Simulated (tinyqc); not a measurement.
# n-type polysilicon, carrier trapping at grain boundaries: effect of the doping

One-dimensional grains of size Lg, uniform ionised doping N, monovalent traps Qt at each boundary at a depth Et below (for electrons) or above (for holes) the band edge there, abrupt depletion of width W on each side of a boundary, Boltzmann statistics. xi is the distance from the band edge at the grain centre to the Fermi level. Trapped charge Qt/(1 + exp((xi + VB - Et)/Vt)) = 2 N W, barrier VB = q N W^2/(2 eps0 eps_r).

If the trap equation with xi = Vt ln(NB/N) has a root W < Lg/2, the grain is partly depleted; otherwise W = Lg/2 and the trap equation gives xi = Et - VB + Vt ln(Qt/(N Lg) - 1). N* = Qt/Lg. n0 = NB exp(-xi/Vt); mean density n0 (1 - 2 W/Lg) by charge balance in a partly depleted grain, and n0 (sqrt(pi)/2) erf(u)/u with u = sqrt(VB/Vt) in a fully depleted one; v = sqrt(kB T/(2 pi ms m0)); barrier resistivity Vt exp(VB/Vt)/(q fe n0 v Lg); grain resistivity (1 - 2 W/Lg)/(q n0 mug); effective mobility 1/(q mean density total resistivity). Rows with xi above 0.45 V, towards mid-gap, are left out, since the other carrier type is ignored.

Values chosen for this exercise; values of the order met in polycrystalline silicon:
- T = 300 K (temperature)
- eps_r = 11.7 (relative permittivity)
- NB = 2.8e19 cm^-3 (conduction-band density of states at T)
- Lg = 42 nm (grain size)
- Qt = 3.4e12 cm^-2 (trap density of a grain boundary)
- Et = 0.42 eV (depth of the trap level from the majority band edge at the boundary)
- ms = 0.6 m0 (mass for thermionic emission)
- fe = 0.25 (correction factor of the emission rate)
- mug = 96 cm^2/(V s) (mobility inside the grains)

Constants: q = 1.602176634e-19 C, kB = 1.380649e-23 J/K, m0 = 9.1093837015e-31 kg, Vt = kB T/q, eps0 = 8.8541878128e-14 F/cm where lengths are in cm. Results are converted to the units shown.

Effect of the doping:
columns A: N (cm^-3); B: N/N*; C: depleted share 2 W/Lg; D: VB (V); E: xi (V); F: mean density (cm^-3); G: resistivity (ohm cm); H: effective mobility (cm^2/(V s))
```
A            B        C        D        E         F        G       H
1.3e17  0.1606    1.000  0.04433   0.4184  1.658e12  9.391e4   40.08
2.4e17  0.2965    1.000  0.08185   0.3605  1.211e13  4.263e4   12.09
4.3e17  0.5312    1.000   0.1466   0.2701  3.016e14  1.586e4   1.305
7.8e17  0.9635   0.9788   0.2548  0.09257  1.653e16     1084  0.3483
1.4e18   1.729   0.5777   0.1594  0.07745  5.912e17    15.05  0.7015
2.6e18   3.212   0.3113  0.08595  0.06144  1.790e18   0.4902   7.111
4.6e18   5.682   0.1760  0.04858  0.04669  3.790e18  0.07464   22.06
8.4e18   10.38  0.09637  0.02661  0.03113  7.590e18  0.02174   37.83
```

As N goes from 1.3e17 to 8.4e18, VB goes from 0.0443 through a maximum of 0.255 (at N = 7.8e17 among the rows listed) to 0.0266 V, the resistivity falls from 93900 to 0.0217 ohm cm and the effective mobility goes from 40.1 through a minimum of 0.348 (at N = 7.8e17 among the rows listed) to 37.8 cm^2/(V s). The steepest fall of the resistivity among the rows, as N^(-7.3), lies between N = 7.8e17 and 1.4e18 cm^-3; N* = 8.10e17 cm^-3. While the grain is fully depleted VB grows as N; once the traps are full it falls as 1/N. For N = 2.6e18, 4.6e18, 8.4e18 xi is under 2.5 Vt, where Boltzmann statistics begin to fail. For N = 7.8e17 the grain is near the changeover between partial and full depletion, within a few Debye lengths, where both limits are rough.

Computed by the program tinyqc: `OMP_NUM_THREADS=1 python tinyqc.py 2830141 2830142 out.jsonl`, one thread of a shared Intel Xeon 2.30GHz, about 0.01 s for the whole run.
